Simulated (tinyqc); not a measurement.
# Bottom-up copper filling of a trench by curvature-enhanced accelerator coverage, step by step

A worked calculation. Computed by tinyqc, a small Python program that keeps every step. Command: `OMP_NUM_THREADS=1 python tinyqc.py 3024980 3024981 out.jsonl superfill walk`. One thread of a shared host (Intel(R) Xeon(R) Processor @ 2.30GHz), about 0.07 s of CPU time with the checks. Intermediate numbers are printed to about 6 digits and carried at full precision; extremes and crossings named in words are read from the listed rows.

A rectangular trench keeps vertical walls and a flat floor. An accelerator floats on the surface; where area is lost in the corners it is passed on to the floor.

Inputs (values chosen for the exercise, close to those used for damascene copper plating): trench width w = 210 nm; aspect ratio h/w = 2.5; exchange current of the suppressed surface i_0 = 0.011 mA/cm^2; exchange current of the accelerated surface i_1 = 3.8 mA/cm^2; transfer coefficient alpha = 0.35; overpotential eta = 0.11 V; starting coverage theta_0 = 0.034; adsorption rate k_a = 3.8e-05 1/s; cupric ion concentration C = 0.33 mol/l; diffusivity D = 3.7e-06 cm^2/s; boundary layer delta = 59 um; temperature T = 298 K.

Constants: e = 1.602176634e-19 C; N_A = 6.02214076e+23 1/mol; k_B = 8.617333262e-05 eV/K.

## Velocities

Kinetic current i_k = [i_0 (1 - theta) + i_1 theta] exp(alpha eta/(k_B T)), limit i_L = 2 F D C/delta, i = 1/(1/i_k + 1/i_L); velocity v = i Omega/(2F), Omega = 7.11 cm^3/mol, F = e N_A. Depletion inside the trench is ignored.

limiting current i_L = 39.9351 mA/cm^2

velocity at theta = 0 = 0.0181279 nm/s

velocity at theta_0 = 0.227155 nm/s

velocity at theta = 1 = 4.39658 nm/s

ratio v(1)/v(theta_0) = 19.3550

Without acceleration the walls meet when the floor has risen by w/2, so a seam-free fill needs a mean floor-to-wall speed ratio of at least 2 h/w = 5.

## First rates

At the start theta_b = theta_s = theta_0 and x = w/2: d theta_b/dt = k_a (1 - theta_0) + 2 theta_0 v/x (theta_b on the floor, theta_s on the walls, x the half width). At this initial relative rate the doubling time without adsorption would be x ln2/(2 v).

rate from adsorption = 3.67080e-05 1/s

rate from area loss = 1.47110e-04 1/s

doubling time = 160.200 s

## Filling

Half width x, floor height y, depth h = aspect ratio x w. dx/dt = -v_s, dy/dt = v_b. d theta_b/dt = k_a (1 - theta_b) + [theta_s v_b + theta_b v_s]/x: the floor takes the accelerator of the wall it covers and keeps its own as it narrows. d theta_s/dt = k_a (1 - theta_s). theta_b is capped at 1. Integrate (tolerance 1e-9) until the walls meet (x = 0.02 w/2) or the floor passes the original mouth y = h. Start: x = w/2, y = 0, theta_b = theta_s = theta_0. Height filled = y/h, opening left = x/(w/2).

Course of the fill (nine evenly spaced times):
```
t (s)     x (nm)   y (nm)   theta_b    theta_s  v_b/v_s
0.000    105.000    0.000  0.034000  0.0340000   1.0000
46.529    94.190   11.912  0.044112  0.0357065   1.2134
93.058    82.900   27.215  0.058669  0.0374100   1.5139
139.588   71.132   47.508  0.081086  0.0391104   1.9647
186.117   58.886   75.689  0.118858  0.0408079   2.6978
232.646   46.165  117.587  0.191185  0.0425023   4.0251
279.175   32.970  186.706  0.360320  0.0441938   6.8148
325.704   19.302  320.733  0.929988  0.0458823  13.9781
372.234    5.164  525.000         1  0.0475678  14.2323
```

time at the end = 372.234 s

share of the height filled from the floor = 1

opening left, as a share of w = 0.0491766

The floor escapes with 5 % of the opening left: a seam-free fill, and the enriched floor will overshoot into a bump. Caution: real profiles develop slanted corners, and accelerator is consumed; both are left out.

## The window in starting coverage

The formulas are those given above.

Outcome:
```
theta_0  v(1)/v(theta_0)  height filled  opening left  time (s)
0.001            180.470        1.00000     0.0366153   834.670
0.003            119.428        1.00000     0.0391511   788.145
0.010             54.800        1.00000     0.0496322   646.600
0.020             31.004        1.00000     0.0580316   499.148
0.050             13.592        0.99221     0.0200000   290.190
0.100              7.133        0.75813     0.0200000   162.737
0.200              3.765        0.53040     0.0200000    87.582
0.400              2.044        0.35459     0.0200000    47.789
0.800              1.175        0.22829     0.0200000    27.490
```

The fill succeeds for theta_0 from 0.001 to 0.02 among these rows, with the widest margin at 0.02. Too much speeds the walls as well and removes the contrast.

Checks made by the program: wall coverage against its closed form (relative difference below 1e-10).
